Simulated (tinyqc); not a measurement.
Inside a calculation. Model: small-signal admittance of a forward-biased p+-n diode.

Computed by the program tinyqc: `OMP_NUM_THREADS=1 python tinyqc.py 2890115 2890116 out.jsonl`, one thread of a shared Intel Xeon 2.30GHz, about 0.01 s for the whole run. Printed values are rounded.

Holes injected into a neutral base of width wb with an ohmic contact at its end; low injection, p0 far above the equilibrium density. A small voltage v exp(i w t), w = 2 pi f, modulates the edge density by p0 v/Vt, and the small-signal density obeys Dp d2p/dx2 = (1/tau + i w) p.

Parameters, values chosen for the exercise; permittivity close to that of silicon:
- T = 350 K (temperature)
- eps_r = 11.7 (relative permittivity)
- Nd = 1.3e15 cm^-3 (donor density of the base)
- Dp = 11 cm^2/s (hole diffusion coefficient)
- tau = 3e-7 s (hole lifetime)
- wb = 38 um (width of the neutral base)
- p0 = 4.8e11 cm^-3 (excess hole density at the junction edge)
- Na = 4e18 cm^-3 (acceptor density of the p+ side)
- f = 2.3e5 Hz (signal frequency)

Constants: q = 1.602176634e-19 C, kB = 1.380649e-23 J/K, Vt = kB T/q, eps0 = 8.8541878128e-14 F/cm where lengths are in cm. Results are converted to the units shown.

## Closed-form admittance

L = sqrt(Dp tau); direct current J = (q Dp p0/L) coth(wb/L); k = sqrt(1 + i w tau)/L; diffusion admittance Y = (q Dp p0/Vt) k coth(k wb) = G + i w C_diff; junction capacitance C_j = sqrt(q eps0 eps_r Nd/(2 Vr)) in the depletion approximation, with the remaining barrier Vr = Vt ln(Na/p0), a rough value under forward bias; base-width modulation is left out.

L = 18.1659 um
J = 4.80096e-4 A/cm^2
k wb = 2.13835+0.44358i
Y = 0.0161307+0.0029854i S/cm^2
C_diff = 0.00206582 uF/cm^2
C_j = 0.0149821 uF/cm^2

G is 1.01 times its low-frequency value J/Vt, and C_diff is 0.138 times C_j.

## The same by finite differences

7 equal intervals, h = wb/7; u = small-signal density over its edge value, u_0 = 1, u_7 = 0; u_(i-1) + b u_i + u_(i+1) = 0 with b = -2 - h^2 (1/tau + i w)/Dp; Y = (q Dp p0/(Vt h)) (-b/2 - u_1), which includes the half box at the edge.

b = -2.08930-0.03872i
u, node 1 to 6: 0.729100-0.040546i  0.524879-0.056485i  0.369718-0.057147i  0.249785-0.048599i  0.154040-0.034720i  0.073395-0.017978i
Y on the mesh = 0.0163037+0.0030951i S/cm^2

Against the closed form the real part is 1.1 % above it and the imaginary part 3.7 % above it; |k h| = 0.31.
